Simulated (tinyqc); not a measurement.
Rectangular fin or nanosheet with a gate all round, subbands and threshold shift from confinement: one step of the calculation.

Undoped body with a flat potential across it, hard walls, transport along x. One isotropic valley (g = 1, mx = my = mz = me). Non-parabolicity enters the subband edges through E (1 + al E) = gamma, so E = 2 gamma/(1 + sqrt(1 + 4 al gamma)); motion within a subband is taken as parabolic with the band-edge mass. Energies are counted from the bulk band edge.

Question. Threshold shift. Each subband has N_k = g sqrt(2 mx m0 kB T/(pi hbar^2)); without degeneracy n = exp(EF/Vt) sum N_k exp(-E_k/Vt). Classical value Nc times t H, Nc = sum over valleys of 2 g (m m0 kB T/(2 pi hbar^2))^1.5 with m = (mx my mz)^(1/3). Threshold shift dVT = Vt ln(classical value/sum N_k exp(-E_k/Vt)). Use the subbands listed.

Inputs (values chosen for the exercise); masses close to those of InAs: temperature T = 400 K; mass at the band edge me = 0.0229 m0; width (along y) t = 12.7 nm; height (along z) H = 19 nm.

Constants: q = 1.602176634e-19 C, kB = 1.380649e-23 J/K, hbar = 1.054571817e-34 J s, m0 = 9.1093837015e-31 kg, Vt = kB T/q. Results are converted to the units shown.

```
subband,E_k (eV),N_k (cm^-1)
"1,1",0.11034402,8.1207806e5
"1,2",0.18472066,8.1207806e5
"2,1",0.25863523,8.1207806e5
"1,3",0.28312921,8.1207806e5
"2,2",0.31127165,8.1207806e5
```

Give: shares; sum N_k exp(-E_k/Vt); Nc; classical value; dVT.

Answer.

shares, subband 1,1 to 2,2 (%): [87.82, 10.15, 1.19, 0.58, 0.26]
sum N_k exp(-E_k/Vt) = 3.765e4 cm^-1
Nc = 1.339e17 cm^-3
classical value = 3.231e5 cm^-1
dVT = 74.09 mV

Range of the model: Non-parabolicity also makes carriers heavier within each subband, which is left out, so densities of states are understated at high energy.

Computed by the program tinyqc: `OMP_NUM_THREADS=1 python tinyqc.py 2350002 2350003 out.jsonl`, one thread of a shared Intel Xeon 2.30GHz, about 0.07 s for the whole run.
